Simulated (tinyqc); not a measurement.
What each value does: bond unit of a tetrahedral oxide and its oxygen vacancy in tight binding.

Two sp3 hybrids h1, h2 at eh = (es + 3 ep)/4 point at one oxygen with orbitals s, px, py, pz; x joins the two cations, z bisects the angle phi, and th = (180 - phi)/2. With u = hbar^2/(m d^2) = 2c/d^2, c = hbar^2/2m0: Vhs = -(1.32 + sqrt3 x 1.42) u/2 and Vhp = (1.42 + sqrt3 x 2.22) u/2. <h|s> = Vhs for both; <h1|px> = Vhp cos(th), <h2|px> = -Vhp cos(th); <h|pz> = Vhp sin(th) for both; py is a lone pair. The unit holds 8 electrons. Coupling between units, which widens the levels into bands, is left out.

Constants: hbar^2/2m0 = 3.80998211 eV angstrom^2.

Parameters, chosen for this exercise (near tabulated values for SiO2; not measured data):

| symbol | value | unit | meaning |
|---|---|---|---|
| es | -14.61 | eV | s level of the cation |
| ep | -7.56 | eV | p level of the cation |
| eos | -34.09 | eV | s level of oxygen |
| eop | -16.88 | eV | p level of oxygen |
| d | 1.6 | angstrom | cation-oxygen distance |
| phi | 154 | degrees | bond angle at oxygen |
| R | 2.58 | angstrom | cation-cation distance across the vacancy |

Spacing from the highest filled to the lowest empty level, excess electrons on oxygen (their number less 6), and the vacancy bond level eh - V2 - eop, V2 = 3.22 x 2c/R^2. Each row changes one parameter from the base and keeps the others.

Results:

| case | spacing (eV) | excess on O | vacancy level (eV) |
|---|---|---|---|
| base | 10.4412 | 1.0851 | 3.8714 |
| es = -14.11 eV | 10.5509 | 1.0927 | 3.9964 |
| ep = -7.06 eV | 10.7710 | 1.1079 | 4.2464 |
| eos = -32.09 eV | 10.5961 | 1.0689 | 3.8714 |
| eop = -16.38 eV | 9.9673 | 1.0571 | 3.3714 |
| d = 1.64 angstrom | 10.2009 | 1.1144 | 3.8714 |
| phi = 146 degrees | 10.7903 | 1.0440 | 3.8714 |
| R = 2.73 angstrom | 10.4412 | 1.0851 | 4.2653 |

The largest shifts from the base row, up to three for each result and ties (the steps differ in size, so this ranks the rows, not the parameters). spacing (eV): eop -0.4739, phi +0.3492, ep +0.3298; unchanged at the printed digits by R. excess on O: phi -0.0411, d +0.0293, eop -0.0279; unchanged at the printed digits by R. vacancy level (eV): eop -0.5000, R +0.3939, ep +0.3750; unchanged at the printed digits by eos, d and phi.

tinyqc: `OMP_NUM_THREADS=1 python tinyqc.py 1482716 1482717 out.jsonl`; about 0.01 s, one thread, shared Intel(R) Xeon(R) Processor @ 2.30GHz.
